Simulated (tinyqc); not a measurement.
## True capacitance, leakage and series resistance from two frequencies

Question. A capacitance C in parallel with G and in series with Rs is measured as Cp and D = Gp/(w Cp) at two frequencies. The series reading Cs = Cp (1 + D^2) equals C + G^2/(w^2 C), and Re Z = D/(w Cp (1 + D^2)) = Rs + G/(G^2 + w^2 C^2). Find C, G and Rs.

f (Hz): 50000  5e5
Cp (pF): 62.7349482  62.7281705
D: 0.127875013  0.0231314424

Answer. w^2 Cs = w^2 C + G^2/C is a straight line in w^2 with slope C; the intercept gives G, and the real part then gives Rs.

C = 62.8 pF
G = 2.50 uS
Rs = 53.0 ohm

Numbers from tinyqc (`OMP_NUM_THREADS=1 python tinyqc.py 2022123 2022124 out.jsonl`; about 0.01 s on one thread of a shared Intel Xeon 2.30GHz).
